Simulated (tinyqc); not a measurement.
Monte Carlo simulation of one carrier in a uniform electric field: one step, computed by the program tinyqc.

The force e F acts along +z. Flights end at the constant total rate Gamma; the part of Gamma that the real rates do not fill is self-scattering, which leaves k unchanged. One valley, no impurities and no intervalley scattering.

Problem. Total rate Gamma. Parabolic band: E = hbar^2 k^2/(2 m), speed v = hbar k/m, states per spin, volume and energy g(E) = m k/(2 pi^2 hbar^2). Masses are multiplied by m_0 and all formulas are in SI units. Phonon occupation N_q = 1/(exp(hbar w/(k_B T)) - 1). Acoustic deformation potential (elastic, equipartition, absorption and emission together): 1/tau = 2 pi k_B T D_A^2 g(E)/(hbar rho v_l^2). Polar optical, unscreened: W = e^2 w (1/eps_inf - 1/eps_s) m (1 + 2 alpha E') ln|(k + k')/(k - k')| / (4 pi eps_0 hbar^2 k), times N_q for absorption (E' = E + hbar w) and N_q + 1 for emission (E' = E - hbar w > 0), with alpha = 0 for a parabolic band; mean cosine of the angle <cos> = (k^2 + k'^2)/(2 k k') - 1/ln|(k + k')/(k - k')|. Gamma is 1.05 times the largest total rate on the grid E = (j + 1/2) E_max/400, j = 0..399.

Inputs (values chosen for the exercise, for a model polar semiconductor): effective mass m = 0.074 m_0; static permittivity eps_s = 9.15; high-frequency permittivity eps_inf = 8.22; density rho = 4520 kg/m^3; sound velocity v_l = 5780 m/s; acoustic deformation potential D_A = 5.1 eV; optical phonon energy hbar w = 55.6 meV; lattice temperature T = 300 K; energy E_max up to which Gamma must cover the rates = 1 eV.

Crystal: polar. Band: parabolic.

Constants: k_B = 1.380649e-23 J/K; e = 1.602176634e-19 C; hbar = 1.054571817e-34 J s; m_0 = 9.1093837015e-31 kg; hbar = 6.582119569e-16 eV s; eps_0 = 8.8541878128e-12 F/m; k_B = 8.617333262e-05 eV/K.

Give: largest total rate; energy of the largest rate; Gamma.

Solution.

largest total rate = 7.744 1e12/s

energy of the largest rate = 178.75 meV

Gamma = 8.131 1e12/s
